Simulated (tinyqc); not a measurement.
Worked calculation: leakage currents through a thin dielectric. Computed by tinyqc, a small Python program that keeps every step. Command: `OMP_NUM_THREADS=1 python tinyqc.py 3016774 3016775 out.jsonl leak walk`. One thread of a shared host (Intel(R) Xeon(R) Processor @ 2.30GHz), about 0.03 s of CPU time with the checks. Intermediate numbers are printed to about 7 digits and carried at full precision; extremes and crossings named in words are read from the listed rows.

Electrons leave an electrode with Fermi energy E_F above its band bottom; barriers are counted from the Fermi level, and both electrodes are alike. They cross the interlayer first.

Inputs (values chosen for the exercise, modelled on Si3N4): barrier height phi_B = 1.96 eV; tunnelling mass m = 0.39 m_0; static permittivity k = 7.7; optical permittivity k_o = 4.03; trap depth phi_t = 1.1 eV; Poole-Frenkel prefactor sigma_0 = 8.1e-08 S/cm; thickness t = 1.5 nm; electrode Fermi energy E_F = 3.3 eV; electrode mass m_e = 0.5 m_0; voltage V = 1.3 V; temperature T = 300 K; interlayer thickness t_i = 0.68 nm; interlayer barrier phi_i = 3.04 eV; interlayer mass m_i = 0.39 m_0; interlayer permittivity k_i = 4.2.

Stack: dielectric on an interlayer.

Constants: m_0 = 9.1093837015e-31 kg; e = 1.602176634e-19 C; hbar = 1.054571817e-34 J s; k_B = 8.617333262e-05 eV/K; k_B = 1.380649e-23 J/K; eps_0 = 8.8541878128e-12 F/m; h = 6.62607015e-34 J s.

## Fields

Fields: F_i = V/(t_i + t k_i/k), F = F_i k_i/k; equivalent oxide thickness 3.9 (t/k + t_i/k_i).

field F = 4.733010 MV/cm

equivalent oxide thickness = 1.391169 nm

interlayer field F_i = 8.677184 MV/cm

## Transmission at the Fermi level

WKB: a layer of mass m, field F and barrier b(x) = b_0 - e F x gives the exponent (4 sqrt(2 m)/(3 hbar e F)) [b_0^(3/2) - max(b_0 - e F t, 0)^(3/2)] for b_0 > 0; b_0 = barrier - (E - E_F), less e F_i t_i for the second layer; the transmission is D(E) = exp(-sum of exponents), without image force.

exponent of the interlayer = 7.205589

exponent of the dielectric = 9.619386

transmission D(E_F) = 4.931811e-08

At E_F the barrier of the dielectric is trapezoidal (direct tunnelling).

## Tunnel current

Tsu-Esaki: J = (e m_e k_B T/(2 pi^2 hbar^3)) int D(E) ln[(1 + exp((E_F - E)/k_B T))/(1 + exp((E_F - eV - E)/k_B T))] dE over the normal energy E (its change with the mass at an interface is neglected) from max(0, E_F - 3 eV) to E_F + largest barrier, by 100 Gauss-Legendre points in each part, split at E_F - 0.3 eV (if inside the range) and E_F + 8 k_B T. The mean energy weights E - E_F by the integrand.

tunnel current density = 13.35597 A/cm^2

mean energy of the current above E_F = -0.3798312 eV

The current flows close to or below E_F.

## Thermal currents

Schottky emission J = A T^2 exp(-(phi_B - sqrt(e^3 F/(4 pi k_o eps_0)))/k_B T), A = 4 pi e m k_B^2/h^3 with the tunnelling mass; Poole-Frenkel J = sigma_0 F exp(-(phi_t - sqrt(e^3 F/(pi k_o eps_0)))/k_B T); both use the field F of the dielectric and ignore the interlayer.

Schottky lowering = 0.4112369 eV

Poole-Frenkel lowering = 0.8224738 eV

Schottky current density = 4.046130e-20 A/cm^2

Poole-Frenkel current density = 8.344251e-06 A/cm^2

The Poole-Frenkel lowering is twice the Schottky one, because the charge of a trap is fixed while an image charge moves with the electron.

## Which mechanism rules?

The formulas are those given above.

Current densities (A/cm^2):
```
V (V)  F (MV/cm)    tunnelling      Schottky  Poole-Frenkel
0.26    0.946602  4.233235e-01  6.139434e-24   3.842327e-14
0.45    1.638350  8.962525e-01  5.796352e-23   5.927702e-12
0.65    2.366505  1.714248e+00  3.833488e-22   3.745122e-10
0.91    3.313107  3.817477e+00  3.010299e-21   3.233143e-08
1.10    4.004854  6.929699e+00  1.130935e-20   5.516099e-07
1.30    4.733010  1.335597e+01  4.046130e-20   8.344251e-06
1.60    5.825243  3.890820e+01  2.305843e-19   3.335369e-04
2.00    7.281553  2.195752e+02  1.851287e-18   2.687458e-02
```

The largest current is tunnelling from 0.260 to 2.00 V. Over the table tunnelling grows by 2.7 decades, Schottky by 5.5 and Poole-Frenkel by 11.8. A plot of ln(J/F) against sqrt(F) for the Poole-Frenkel column has the slope 14.62 per sqrt(MV/cm), from which k_o follows; reading it as Schottky emission would give about k_o/4.

Checks made by the program: energy integral against adaptive quadrature (relative difference 3e-10).
